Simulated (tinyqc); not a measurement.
Worked calculation: plane-wave Kohn-Sham cycle with exchange-only LDA in a layered model solid. One step of it, computed by the program tinyqc.

Problem. Iteration 1: potential. V_H(G) = 4 pi rho(G)/G^2 for G != 0 (uniform background); v_x = -(3 rho/pi)^(1/3); V = V_ext + V_H + v_x; Fourier components f(G_m) = (1/N) sum_j f(x_j) exp(-i G_m x_j).

A solid whose potential varies along x alone (atomic units):
```
parameter                      value
period a                    6.800000
cross-section of the cell  16.000000
electrons per cell                 2
grid points                       16
plane waves -n..n, n               2
k points                           1
V1 in V1 cos(2 pi x/a)     -0.780000
V2 in V2 cos(4 pi x/a)      0.160000
```

density at the start, on the grid x_j = j a/N (e/bohr^3): 0.01838235  0.01838235  0.01838235  0.01838235  0.01838235  0.01838235  0.01838235  0.01838235  0.01838235  0.01838235  0.01838235  0.01838235  0.01838235  0.01838235  0.01838235  0.01838235

Give: Potentials on the grid; V(G_m), m = 0, 1, 2, ....

Solution.

Potentials on the grid (hartree):
```
x       V_ext    V_H     v_x       V
0.000  -0.620  0.000  -0.260  -0.880
0.425  -0.607  0.000  -0.260  -0.867
0.850  -0.552  0.000  -0.260  -0.811
1.275  -0.412  0.000  -0.260  -0.672
1.700  -0.160  0.000  -0.260  -0.420
2.125   0.185  0.000  -0.260  -0.075
2.550   0.552  0.000  -0.260   0.292
2.975   0.834  0.000  -0.260   0.574
3.400   0.940  0.000  -0.260   0.680
3.825   0.834  0.000  -0.260   0.574
4.250   0.552  0.000  -0.260   0.292
4.675   0.185  0.000  -0.260  -0.075
5.100  -0.160  0.000  -0.260  -0.420
5.525  -0.412  0.000  -0.260  -0.672
5.950  -0.552  0.000  -0.260  -0.811
6.375  -0.607  0.000  -0.260  -0.867
```

V(G_m), m = 0, 1, 2, ... (hartree): -0.260  -0.390  0.080  0.000  0.000
